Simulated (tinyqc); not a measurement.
# Permittivity and interface capacitance from two thicknesses

Question. 1/C = t/(eps0 ek) + 2/ci for planar capacitors that differ only in thickness. Find ek, ci and the EOT of the interfaces, 2 x 3.9 eps0/ci.

Constants: eps0 = 8.8541878128e-14 F/cm where lengths are in cm. Results are converted to the units shown.

C at t = 3.4 and 10 nm (uF/cm^2): [10.222800, 5.2452495]

Solution. 1/C is a straight line in t: the slope gives ek and the intercept 2/ci. A single thickness would give only the effective permittivity; when the interfaces are a small part of 1/C, ci needs very accurate data.

ek = 80.30
ci = 40.00 uF/cm^2
EOT of the interfaces = 0.1727 nm

Numbers from tinyqc (`OMP_NUM_THREADS=1 python tinyqc.py 2102202 2102203 out.jsonl`; about 0.01 s on one thread of a shared Intel Xeon 2.30GHz).
